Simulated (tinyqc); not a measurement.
## Carrier lifetime of a p-type layer with SRH, radiative, Auger and surface recombination: lifetime against injection

Uniform excess density dn = dp (no trapping), n = n0 + dn, p = p0 + dn, Boltzmann statistics, full ionisation. Surfaces enter as a rate 2 S dn/d, which holds while diffusion to them is fast.

ni = sqrt(Nc Nv) exp(-Eg/(2 Vt)), Eg in volts; majority density N/2 + sqrt(N^2/4 + ni^2), n0 p0 = ni^2; n1 = Nc exp(-Et/Vt), p1 = Nv exp((Et - Eg)/Vt); tn0 = 1/(sn vth Nt), tp0 = 1/(sp vth Nt). With e = n p - ni^2 = dn (n0 + p0 + dn): U_SRH = e/(tp0 (n + n1) + tn0 (p + p1)), U_rad = B e, U_Aug = (Cn n + Cp p) e, U_s = 2 S dn/d. Each tau is dn over its rate; tau = dn/U with U the sum.

Parameters, values chosen for the exercise; band and dielectric values close to those of gallium arsenide:
```
symbol     value    unit                                      meaning
T            300       K                                  temperature
Eg          1.44      eV                                     band gap
Nc       4.45e17   cm^-3       conduction-band density of states at T
Nv       9.09e18   cm^-3          valence-band density of states at T
B       6.91e-10  cm^3/s                        radiative coefficient
N         2.3e17   cm^-3                             acceptor density
Cn       1.6e-30  cm^6/s            Auger coefficient (two electrons)
Cp       2.1e-30  cm^6/s                Auger coefficient (two holes)
Nt        5.5e10   cm^-3                                 trap density
sn         2e-14    cm^2          capture cross-section for electrons
sp         3e-16    cm^2              capture cross-section for holes
vth        1.2e7    cm/s             thermal velocity (both carriers)
Et          0.37      eV         trap level below the conduction band
S              0    cm/s  surface recombination velocity (both faces)
d              3      um                             sample thickness
```

Constants: q = 1.602176634e-19 C, kB = 1.380649e-23 J/K, Vt = kB T/q. Results are converted to the units shown.

Lifetime against injection:
```
dn (cm^-3)  tau_SRH (s)  tau_rad (s)  tau_Aug (s)    tau (s)  radiative share (%)  largest path
1e11           7.577e-5     6.292e-9     9.002e-6   6.287e-9                99.92     radiative
1e12           7.579e-5     6.292e-9     9.002e-6   6.287e-9                99.92     radiative
1e13           7.598e-5     6.292e-9     9.001e-6   6.287e-9                99.92     radiative
1e14           7.796e-5     6.289e-9     8.991e-6   6.284e-9                99.92     radiative
1e15           9.763e-5     6.265e-9     8.895e-6   6.260e-9                99.92     radiative
1e16           2.862e-4     6.030e-9     8.013e-6   6.025e-9                99.92     radiative
1e17           0.001606     4.385e-9     3.553e-6   4.380e-9                99.88     radiative
1e18           0.004182     1.177e-9     1.944e-7   1.169e-9                99.40     radiative
1e19           0.005013    1.415e-10     2.608e-9  1.342e-10                94.85     radiative
```

Radiative recombination leads at dn = 1e11 and in all other rows. The total lifetime falls from 6.29e-9 to 1.34e-10 s. tau_SRH goes from 7.58e-5 s (low-injection limit 7.58e-5 s) to 0.00501 s (high-injection limit tn0 + tp0 = 0.00513 s). Between the last two rows tau_rad goes as dn^(-0.92) and tau_Aug as dn^(-1.87); the radiative share falls from 99.9 to 94.9 %. For dn = 1e18, 1e19 the carriers are degenerate, where B and the Auger coefficients no longer stay constant.

Program tinyqc, `OMP_NUM_THREADS=1 python tinyqc.py 2300059 2300060 out.jsonl`; Intel Xeon 2.30GHz, shared host, one thread, about 0.01 s.
